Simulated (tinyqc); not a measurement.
UHF in the 6-31g basis, for H-, spin multiplicity 1, step by step. The basis has no diffuse functions, so it cannot describe the extra electron: this is an exercise in the method, not the real anion. One step of it, computed by the program tinyqc.

Task: Iteration 2: DIIS coefficients. Solve [B -1; -1 0][c; lambda] = [0; -1] for the coefficients, which sum to one.

B (overlaps of the stored error matrices):
```
,1,2
1,8.7664329e-01,3.8931496e-01
2,3.8931496e-01,1.7325554e-01
```

Give: DIIS coefficients.

Result:

DIIS coefficients: -0.7965  1.7965
